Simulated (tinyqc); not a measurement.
Free and trapped electrons in a MOS channel with a dense trap tail: two steps of the calculation.

p-type body, charge-sheet picture, full ionisation (an idealisation for deep acceptors), Boltzmann statistics for free electrons. e = Ec - EF at the surface. Acceptor-like traps of density D(E) = D0 + De exp(-E/Ew) at depth E below Ec, from 0 to Eu, hold n_t = integral of D(E)/(1 + exp((e - E)/Vt)). psi = Eg - Vt ln(Nv/Na) - e; N_dep = sqrt(2 eps0 eps_r Na (psi - Vt)/q); n_f = sqrt(N_dep^2 + 2 eps0 eps_r Vt Nc exp(-e/Vt)/q) - N_dep; Vg = Vfb + psi + q (N_dep + n_t + n_f)/Cox, Cox = eps0 eox/tox.

Values chosen for this exercise; band and dielectric values close to those of 4H silicon carbide:

| symbol | value | unit | meaning |
|---|---|---|---|
| T | 475 | K | temperature |
| Eg | 3.22 | eV | band gap |
| eps_r | 9.58 |  | relative permittivity |
| Nc | 3.37e19 | cm^-3 | conduction-band density of states at T |
| Nv | 4.92e19 | cm^-3 | valence-band density of states at T |
| eox | 3.9 |  | relative permittivity of the insulator |
| tox | 70 | nm | insulator thickness |
| Na | 1.3e17 | cm^-3 | acceptor density |
| Vfb | -2.42 | V | flat-band voltage without trapped charge |
| D0 | 8.7e10 | cm^-2 eV^-1 | constant background density of acceptor-like traps |
| De | 4.7e12 | cm^-2 eV^-1 | density of the tail at the conduction edge |
| Ew | 0.05 | eV | decay energy of the tail |
| Eu | 0.7 | eV | depth below Ec down to which the traps reach |
| mf | 170 | cm^2/(V s) | mobility of free electrons |
| e | 0.094 | eV | Ec - EF at the surface |

Constants: q = 1.602176634e-19 C, kB = 1.380649e-23 J/K, Vt = kB T/q, eps0 = 8.8541878128e-14 F/cm where lengths are in cm. Results are converted to the units shown.

Problem 1. Trapped charge. Trapezoid rule on 16 equal steps from 0 to Eu, f = 1/(1 + exp((e - E)/Vt)).

Wanted: E; D(E) f; n_t.

Solution 1.

```
point    E (eV)  D(E) f (cm^-2 eV^-1)
0             0             4.3761e11
1      0.043750             4.6367e11
2      0.087500             4.1607e11
3       0.13125             3.0479e11
4       0.17500             2.0113e11
5       0.21875             1.3954e11
6       0.26250             1.0987e11
7       0.30625             9.6740e10
8       0.35000             9.1111e10
9       0.39375             8.8728e10
10      0.43750             8.7725e10
11      0.48125             8.7304e10
12      0.52500             8.7127e10
13      0.56875             8.7053e10
14      0.61250             8.7022e10
15      0.65625             8.7009e10
16      0.70000             8.7004e10
```

n_t = 1.1800e11 cm^-2

Problem 2. Charges and gate voltage. psi, N_dep, n_f and Vg as defined, with the n_t given; free share n_f/(n_f + n_t); apparent mobility mf n_f/(n_f + n_t); gate voltage spent on traps q n_t/Cox.

n_t = 1.1800198e11 cm^-2

Find: psi; N_dep; n_f; Vg; free share; apparent mobility; gate voltage spent on traps.

Solution 2.

psi = 2.883 V
N_dep = 1.978e12 cm^-2
n_f = 3.419e11 cm^-2
Vg = 8.381 V
free share = 74.34 %
apparent mobility = 126.4 cm^2/(V s)
gate voltage spent on traps = 0.3833 V

Numbers from tinyqc (`OMP_NUM_THREADS=1 python tinyqc.py 2222093 2222094 out.jsonl`; about 0.02 s on one thread of a shared Intel Xeon 2.30GHz).
